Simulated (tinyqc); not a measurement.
From results to parameters: Morse oscillator. Computed by the program tinyqc.

Problem. A Morse oscillator has levels we (n + 1/2) - wexe (n + 1/2)^2 with wexe = we^2/(4 De) and we = a sqrt(2 De/m) in atomic units (1 hartree = 219474.63 cm^-1 = 27.211386 eV, 1 u = 1822.888 electron masses). Find we, wexe, De and a.

spacings 0-1 and 1-2 (cm^-1): 1398.191232  1381.792819
reduced mass = 9.709974 u

Solution. The spacings are we - 2 wexe and we - 4 wexe, so their difference is 2 wexe; De = we^2/(4 wexe) and a = sqrt(2 m wexe).

we, wexe (cm^-1): 1414.5896  8.1992
De = 7.5648 eV
a = 1.150 1/bohr
